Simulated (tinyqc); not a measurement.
On-chip interconnect, size-dependent resistivity and RC delay: one step of the calculation.

A rectangular line between two neighbours and two ground planes. Surface and grain-boundary scattering are added to the bulk resistivity as corrections; capacitances are parallel-plate values without fringing; inductance is ignored.

Task. Ladder and Elmore delays. 5 equal pi sections: series Rs = r Lw/5; node capacitances c Lw/5, halved at nodes 0 and 5, with Cl added to node 5; Rd feeds node 0. Elmore delay of node k: the sum, over the resistors on the path to k, of resistance times all capacitance downstream of it.

Values chosen for this exercise; metal values close to those of aluminium:
- Lw = 7.5 um (line length)
- Rd = 2800 ohm (driver resistance)
- Cl = 1.7 fF (load capacitance)

r = 40.675907 ohm/um
c = 0.12816437 fF/um

Find: Rs; C; Elmore delay.

Result.

Rs = 61.01 ohm

| node | C (fF) | Elmore delay (ps) |
|---|---|---|
| 0 | 0.09612 | 7.451 |
| 1 | 0.1922 | 7.608 |
| 2 | 0.1922 | 7.753 |
| 3 | 0.1922 | 7.886 |
| 4 | 0.1922 | 8.007 |
| 5 | 1.796 | 8.117 |

The far-end value equals Rd (c Lw + Cl) + r Lw (c Lw/2 + Cl) for any number of pi sections; the line resistance contributes 8.20 % of it.

tinyqc, about 0.01 s, one thread, Intel Xeon 2.30GHz (shared host): `OMP_NUM_THREADS=1 python tinyqc.py 2100152 2100153 out.jsonl`
